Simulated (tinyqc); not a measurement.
Comparisons within one model: quasiparticle equation with a plasmon-pole self-energy for two band edges. A value that a table varies takes the place of the one given here.

For each edge E = e + X + Sc(E), with the correlation part Sc(E) = A[0]/(E - a + w) + A[1]/(E - b - w); a and b are the valence and conduction energies that enter the Green function (a = ev, b = ec in the one-shot scheme). Z = 1/(1 - dSc/dE), dSc/dE = -A[0]/(E - a + w)^2 - A[1]/(E - b - w)^2.

Inputs chosen for the exercise (scales of the order of those of Si; the results hold for these values, not for the real material): ev = 0 eV (mean-field valence top); ec = 0.62 eV (mean-field conduction edge); w = 13.9 eV (pole energy); Av = (41.6, 17.3) eV^2 (weights of the valence state on the hole and electron poles); Ac = (20.2, 38.1) eV^2 (the same for the conduction state); Xv = -2.17 eV (exchange minus the mean-field potential, valence); Xc = 1.75 eV (the same, conduction).

## Schemes compared

Z = 1; linearised; exact one-shot; energies updated in G (a, b); updated in G and W, where w grows by half of the opening of the gap (a rule chosen for the exercise).

Results (eV):

| scheme | Ev | Ec | gap | opening |
|---|---|---|---|---|
| mean field | 0.000 | 0.620 | 0.620 | 0.000 |
| Z = 1 | -0.369 | 1.020 | 1.389 | 0.769 |
| linearised | -0.284 | 0.929 | 1.214 | 0.594 |
| one-shot, exact | -0.284 | 0.929 | 1.212 | 0.592 |
| update G | -0.317 | 0.960 | 1.277 | 0.657 |
| update G and W | -0.362 | 0.993 | 1.354 | 0.734 |

How do the results move?

The openings run from 0.592 (one-shot, exact) to 0.769 eV (Z = 1). Linearising moves the gap by 1 meV, updating G +65 meV and updating W a further +77 meV: once Z is kept, the level of self-consistency matters more than linearising.

## The starting point

The mean-field gap is opened by d (ev lowered by d/2, ec raised by d/2) and X is changed by the opposite amounts, so that e + X stays; one-shot and G-updated gaps.

Gaps (eV):

| d | start | one-shot | update G |
|---|---|---|---|
| 0.0 | 0.620 | 1.2124 | 1.2770 |
| 0.2 | 0.820 | 1.2323 | 1.2770 |
| 0.4 | 1.020 | 1.2520 | 1.2770 |
| 0.6 | 1.220 | 1.2715 | 1.2770 |
| 0.9 | 1.520 | 1.3005 | 1.2770 |
| 1.2 | 1.820 | 1.3291 | 1.2770 |
| 1.6 | 2.220 | 1.3665 | 1.2770 |

What can be read from the table?

The one-shot gap moves by a fraction 0.10 of any change of the starting gap, while the updated gap, 1.2770 eV, does not depend on it. The two agree where the start already equals the result, near d = 0.66 eV. A real change of starting point alters the orbitals and the screening too; this model holds both fixed.

## What each parameter does

Exact one-shot edges and Z of the valence state there. Each row changes one parameter from the base and keeps the others.

Results:

| case | Ev (eV) | Ec (eV) | gap (eV) | Z |
|---|---|---|---|---|
| base | -0.2835 | 0.9289 | 1.2124 | 0.7673 |
| w = 14.6 eV | -0.3593 | 0.9886 | 1.3479 | 0.7834 |
| Xv = -2.27 eV | -0.3602 | 0.9289 | 1.2891 | 0.7663 |
| Xc = 1.85 eV | -0.2835 | 1.0059 | 1.2894 | 0.7673 |
| ec = 0.72 eV | -0.2775 | 1.0219 | 1.2994 | 0.7680 |
| Av = (43.68, 17.3) eV^2 | -0.1672 | 0.9289 | 1.0961 | 0.7623 |
| Ac = (20.2, 40.01) eV^2 | -0.2835 | 0.8214 | 1.1049 | 0.7673 |

How do the results move?

The largest shifts from the base row, up to three for each result and ties (the steps differ in size, so this ranks the rows, not the parameters). Ev (eV): Av +0.1163, Xv -0.0767, w -0.0757; unchanged at the printed digits by Xc and Ac. Ec (eV): Ac -0.1075, ec +0.0930, Xc +0.0770; unchanged at the printed digits by Xv and Av. gap (eV): w +0.1355, Av -0.1163, Ac -0.1075. Z: w +0.0162, Av -0.0050, Xv -0.0010; unchanged at the printed digits by Xc and Ac.

Run: tinyqc, `OMP_NUM_THREADS=1 python tinyqc.py 1850237 1850238 out.jsonl`; Intel(R) Xeon(R) Processor @ 2.30GHz, one thread, shared host; about 0.03 s of CPU time with all checks.
